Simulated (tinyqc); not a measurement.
Plane-wave Kohn-Sham cycle with exchange-only LDA in a layered model solid, step by step. One step of it, computed by the program tinyqc.

Problem. Iteration 2: levels at that k. Diagonalise the Hermitian matrix.

H (hartree), lower triangle:
```
,-2,-1,+0,+1,+2
-2,0.086150
-1,0.017161,-0.151922
+0,-0.002034,0.017161,-0.216851
+1,-0.000553,-0.002034,0.017161,-0.108636
+2,-0.000052,-0.000553,-0.002034,0.017161,0.172722
```

Give: eigenvalues.

Solution.

eigenvalues (hartree): -0.224  -0.149  -0.107  0.087  0.174
